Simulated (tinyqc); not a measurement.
Inputs raised by 2 %, one at a time: Debye-Callaway model of lattice thermal conductivity. Computed by tinyqc, a small Python program. Command: `OMP_NUM_THREADS=1 python tinyqc.py 3024718 3024719 out.jsonl callaway sens`. One thread of a shared host (Intel(R) Xeon(R) Processor @ 2.30GHz), about 0.03 s of CPU time with the checks.

Three acoustic branches with one velocity v, cut at omega_D = k_B Theta/hbar; x = hbar omega/(k_B T). v and Theta are separate inputs: Theta cuts off the heat-carrying modes, so C need not reach 3 k_B/V. gamma is an effective value that sets the umklapp rate. Heat flows along the wire.

Inputs (values chosen for the exercise, for a model crystal):
```
quantity                                value        unit
sound velocity v                         5200         m/s
Debye temperature Theta                   533           K
volume per atom V                          19  angstrom^3
mean atomic mass M                        158           u
effective Grueneisen parameter gamma     1.07           -
umklapp exponent divisor b                2.5           -
mass variance Gamma                   1.7e-05           -
wire diameter D                           3.2  micrometre
specularity p                             0.4           -
temperature T                             300           K
probe frequency omega/omega_D            0.39           -
```

Sample: wire. Point defects: isotopes. Normal processes: left out.

Constants: k_B = 1.380649e-23 J/K; hbar = 1.054571817e-34 J s; u = 1.6605390666e-27 kg.

Method:
- Gamma is given directly by the isotope mixture. A = V Gamma/(4 pi v^3).
- Rates: point defects A omega^4; umklapp B omega^2 T exp(-Theta/(b T)) with B = hbar gamma^2/(M v^2 Theta). Boundaries: v/Lambda_B with Lambda_B = D (1 + p)/(1 - p).
- The resistive time is tau_R = 1/(boundary + point-defect + umklapp rates), and the free path is v tau_R.
- kappa_1 = c int tau_C g dx, g = x^4 e^x/(e^x - 1)^2, c = (k_B/(2 pi^2 v)) (k_B T/hbar)^3, over 0 < x < min(Theta/T, 40), by 96 Gauss-Legendre points in s with x = x_max s^2; tau_C = tau_R, the inverse of the summed rates, and kappa = kappa_1.
- Heat capacity C = 3 c int g dx / v^2; grey free path 3 kappa/(C v); the median free path v tau_C halves kappa_1 when the quadrature points are ordered by free path (each counted at half its weight, interpolated in the logarithm); likewise at 10 % and 90 %.

Runs:
```
input moved                              from         to  kappa (W/(m K))  heat capacity C (J/(m^3 K))  median free path (nm)  free path (nm)
base run                                    -          -           1275.5                   1.4509e+06                 624.97          1214.3
sound velocity v (m/s)                   5200       5304           1290.7                   1.3672e+06                 654.19          1276.5
Debye temperature Theta (K)               533     543.66           1335.9                   1.5305e+06                 624.45          1206.5
volume per atom V (angstrom^3)             19      19.38           1274.0                   1.4509e+06                 625.00          1213.7
effective Grueneisen parameter gamma     1.07     1.0914           1236.2                   1.4509e+06                 606.06          1175.6
mass variance Gamma                   1.7e-05  1.734e-05           1274.0                   1.4509e+06                 625.00          1213.7
wire diameter D (micrometre)              3.2      3.264           1279.3                   1.4509e+06                 627.79          1218.2
temperature T (K)                         300        306           1246.6                   1.4592e+06                 606.87          1181.3
```

Exponents ln(y'/y) / ln(x'/x):
```
input                                  kappa  heat capacity C  median free path  free path
sound velocity v                       0.598           -3.000             2.307      2.523
Debye temperature Theta                2.336            2.699            -0.042     -0.327
volume per atom V                     -0.060            0.000             0.002     -0.024
effective Grueneisen parameter gamma  -1.582            0.000            -1.552     -1.634
mass variance Gamma                   -0.060            0.000             0.002     -0.024
wire diameter D                        0.151            0.000             0.227      0.161
temperature T                         -1.159            0.290            -1.484     -1.391
```

Which inputs matter most for each result?

Among the inputs moved here: kappa answers most in size to Debye temperature Theta (exponent +2.336), next to effective Grueneisen parameter gamma (-1.582). Heat capacity C answers most in size to sound velocity v (exponent -3.000), next to Debye temperature Theta (+2.699); its exponent is below 0.0005 for volume per atom V, effective Grueneisen parameter gamma, mass variance Gamma, wire diameter D. median free path answers most in size to sound velocity v (exponent +2.307), next to effective Grueneisen parameter gamma (-1.552). Free path answers most in size to sound velocity v (exponent +2.523), next to effective Grueneisen parameter gamma (-1.634).
